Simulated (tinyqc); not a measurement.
Drifting, spreading and decaying minority pulse (Haynes-Shockley), explicit time steps: one step of the calculation.

Low injection in a uniform field: dn/dt = D d2n/dx2 - v dn/dx - n/tau with D = mu Vt and v = mu F towards +x. Exact solution on an infinite bar for a Gaussian start at x0: n = N0 exp(-t/tau) exp(-(x - x0 - v t)^2/(2 s^2))/sqrt(2 pi s^2), s^2 = s0^2 + 2 D t.

Problem. Coefficients of the scheme. Exponentially fitted fluxes: d = F hx/Vt, B(d) = d/(exp(d) - 1), k = D dt/hx^2; (L n)_i = a n_(i-1) + b n_i + c n_(i+1) with a = k B(-d), c = k B(d), b = -a - c - dt/tau. Explicit steps keep n positive for dt up to 1/[(D/hx^2)(B(d) + B(-d)) + 1/tau].

Parameters, values chosen for the exercise; mobility close to that of germanium at room temperature: temperature T = 250 K; minority-carrier mobility mu = 3880 cm^2/(V s); sweep field along the drift F = 36 V/cm; mesh step hx = 12 um; lifetime tau = 2.2e-7 s; time step dt = 3.2e-9 s.

Constants: q = 1.602176634e-19 C, kB = 1.380649e-23 J/K, Vt = kB T/q. Results are converted to the units shown.

Give: D; v; d; a; b; c; positivity limit of dt.

Solution.

D = 83.588 cm^2/s
v = 1.3968e5 cm/s
d = 2.0053
a = 0.43043
b = -0.50292
c = 0.057946
positivity limit of dt = 6.3629e-9 s

tinyqc, about 0.01 s, one thread, Intel Xeon 2.30GHz (shared host): `OMP_NUM_THREADS=1 python tinyqc.py 2310031 2310032 out.jsonl`
